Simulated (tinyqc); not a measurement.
What each parameter does: model-solid line-up of a strained alloy layer on a substrate.

All values of the alloy are linear in x but the gap, Eg(x) = (1 - x) Eg_A + x Eg_B - C x (1 - x), and the valence edge, Ev(x) = (1 - x) Ev_A + x Ev_B + fv C x (1 - x); Ec = Ev + Eg. Ev is the top of the unstrained valence band on a scale common to all materials. In the layer only the Gamma valley of the conduction band is followed, also where an X or L valley would lie lower.

Coherent growth on a (001) face: e_par = (a_s - a)/a, e_perp = -2 (C12/C11) e_par; exx = eyy = e_par, ezz = e_perp, no shear.

Strained edges: Ec + ac tr(e); the valence edges are Ev plus the levels of the 6 x 6 matrix of X, Y, Z times spin with -Dso/3 + l exx + m (eyy + ezz) on the diagonal (cyclic), n exy off it, l = av + 2 b, m = av - b, n = sqrt(3) d. Spin-orbit term (Dso/3) L.sigma on X, Y, Z with (L_k)_ij = -i epsilon_kij: <X+|H|Y+> = -i Dso/3, <X+|H|Z-> = Dso/3, <Y+|H|Z-> = -i Dso/3, <Z+|H|X-> = -Dso/3, <Z+|H|Y-> = i Dso/3, <X-|H|Y-> = i Dso/3, and their conjugates; + and - are the spin along z.

dEc = Ec(substrate) - Ec(layer), dEv = Ev(layer) - Ev(substrate); positive values confine the carrier in the layer. Type I: both of one sign; type II: opposite signs; type III: the gaps do not overlap.

Values chosen for the exercise (A near GaP, B near InP, substrate near Ge; shifted at random, so the results belong to these values and not to a real crystal):

| symbol | value | unit | meaning |
|---|---|---|---|
| a | (5.454, 5.879) | angstrom | lattice constant of A, B |
| Eg | (2.847, 1.412) | eV | gap at Gamma to the s-like level of A, B |
| Dso | (0.079, 0.108) | eV | spin-orbit splitting of A, B |
| Ev | (-1.26, -0.94) | eV | top of the unstrained valence band of A, B |
| ac | (-8.11, -6.03) | eV | conduction deformation potential of A, B |
| av | (1.7, 0.6) | eV | valence hydrostatic potential of A, B |
| b | (-1.6, -2) | eV | tetragonal shear potential of A, B |
| d | (-4.6, -4.96) | eV | trigonal shear potential of A, B |
| C11 | (140.7, 101.9) | GPa | of A, B |
| C12 | (61.4, 55.3) | GPa | of A, B |
| C44 | (70.4, 45) | GPa | of A, B |
| C | 0.634 | eV | bowing of the gap |
| fv | 0.2 |  | share of the bowing taken by the valence edge |
| a_s | 5.664 | angstrom | substrate |
| Eg_s | 0.744 | eV | lowest gap of the substrate |
| Ev_s | -0.35 | eV | substrate valence edge |
| face | 001 |  | growth face |
| x | 0.43 |  | fraction of B |

Strained gap, valence splitting and offsets.

Results for these values:

| case | gap (eV) | splitting (meV) | dEc (eV) | dEv (eV) |
|---|---|---|---|---|
| base | 2.0100 | 38.3 | -0.5525 | -0.7135 |

What happens to each result for x = 0.41, all else kept?

Answer: gap rises from 2.0100 to 2.0186; splitting rises from 38.3 to 51.4; dEc falls from -0.5525 to -0.5645; dEv rises from -0.7135 to -0.7101.

The same for each parameter in turn:

| case | gap (eV) | splitting (meV) | dEc (eV) | dEv (eV) |
|---|---|---|---|---|
| base | 2.0100 | 38.3 | -0.5525 | -0.7135 |
| x = 0.41 | 2.0186 | 51.4 | -0.5645 | -0.7101 |
| a_s = 5.684 angstrom | 1.9586 | 70.5 | -0.5256 | -0.6890 |
| C = 0.734 eV | 1.9855 | 38.3 | -0.5329 | -0.7086 |
| fv = 0.4 | 2.0100 | 38.3 | -0.5836 | -0.6824 |
| Ev_s = -0.3 eV | 2.0100 | 38.3 | -0.5025 | -0.7635 |
| Dso = (0.091, 0.124) eV | 2.0105 | 37.8 | -0.5525 | -0.7140 |
| d = (-5.29, -5.704) eV | 2.0100 | 38.3 | -0.5525 | -0.7135 |
| b = (-1.84, -2.3) eV | 2.0061 | 44.7 | -0.5525 | -0.7096 |

Computed by tinyqc, a small Python program: `OMP_NUM_THREADS=1 python tinyqc.py 1050816 1050817 out.jsonl` (the numbers bound the seed that draws the inputs); one thread of a shared host (Intel(R) Xeon(R) Processor @ 2.30GHz), about 0.01 s for the whole set of steps.
